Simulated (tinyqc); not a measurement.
Sheet resistance and Hall data of a diffused or implanted layer: one step, computed by the program tinyqc. Command: `OMP_NUM_THREADS=1 python tinyqc.py 3016771 3016772 out.jsonl layer walk`. One thread of a shared host (Intel(R) Xeon(R) Processor @ 2.30GHz), about 0.02 s of CPU time with the checks.

Carriers are taken equal to the net active doping down to the junction (full ionisation, which deep dopants in wide-gap hosts do not reach; no spill-over, no depletion), and the Hall factor is 1.

Question. Dose and junction depth. N(x) = N_0 exp(-(x - R_p)^2/(2 l^2)) for x > 0, dose N_0 l sqrt(pi/2) erfc(-R_p/(l sqrt 2)), junction x_j = R_p + l sqrt(2 ln(N_0/N_B)); the layer starts at x_0 = max(0, 2 R_p - x_j).

Inputs (values chosen for the exercise, modelled on phosphorus in silicon):

| quantity | value | unit |
|---|---|---|
| peak concentration N_0 | 8.6e+20 | 1/cm^3 |
| length scale l | 9.1 | nm |
| background doping N_B (opposite type) | 1.7e+17 | 1/cm^3 |
| projected range R_p | 25 | nm |

Profile: buried Gaussian (implant). Activation: limited by solubility.

Give: dose; junction depth x_j.

Answer.

dose = 1.9558e+15 1/cm^2

junction depth x_j = 62.584 nm
